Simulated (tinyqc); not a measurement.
Plane-wave Kohn-Sham cycle with exchange-only LDA in a layered model solid, step by step. One step of it, computed by the program tinyqc.

Question. Iteration 1: potential. V_H(G) = 4 pi rho(G)/G^2 for G != 0 (uniform background); v_x = -(3 rho/pi)^(1/3); V = V_ext + V_H + v_x; Fourier components f(G_m) = (1/N) sum_j f(x_j) exp(-i G_m x_j).

A solid whose potential varies along x alone (atomic units):
```
parameter                      value
period a                    8.500000
cross-section of the cell  16.000000
electrons per cell                 2
grid points                       16
plane waves -n..n, n               3
k points                           2
V1 in V1 cos(2 pi x/a)     -0.480000
```

density at the start, on the grid x_j = j a/N (e/bohr^3): 0.01470588  0.01470588  0.01470588  0.01470588  0.01470588  0.01470588  0.01470588  0.01470588  0.01470588  0.01470588  0.01470588  0.01470588  0.01470588  0.01470588  0.01470588  0.01470588

Give: Potentials on the grid; V(G_m), m = 0, 1, 2, ....

Answer.

Potentials on the grid (hartree):
```
x         V_ext     V_H      v_x        V
0.0000  -0.4800  0.0000  -0.2413  -0.7213
0.5312  -0.4435  0.0000  -0.2413  -0.6847
1.0625  -0.3394  0.0000  -0.2413  -0.5807
1.5938  -0.1837  0.0000  -0.2413  -0.4249
2.1250        0  0.0000  -0.2413  -0.2413
2.6562   0.1837  0.0000  -0.2413  -0.0576
3.1875   0.3394  0.0000  -0.2413   0.0982
3.7188   0.4435  0.0000  -0.2413   0.2022
4.2500   0.4800  0.0000  -0.2413   0.2387
4.7812   0.4435  0.0000  -0.2413   0.2022
5.3125   0.3394  0.0000  -0.2413   0.0982
5.8438   0.1837  0.0000  -0.2413  -0.0576
6.3750        0  0.0000  -0.2413  -0.2413
6.9062  -0.1837  0.0000  -0.2413  -0.4249
7.4375  -0.3394  0.0000  -0.2413  -0.5807
7.9688  -0.4435  0.0000  -0.2413  -0.6847
```

V(G_m), m = 0, 1, 2, ... (hartree): -0.2413  -0.2400  0.0000  0.0000  0.0000  0.0000  0.0000
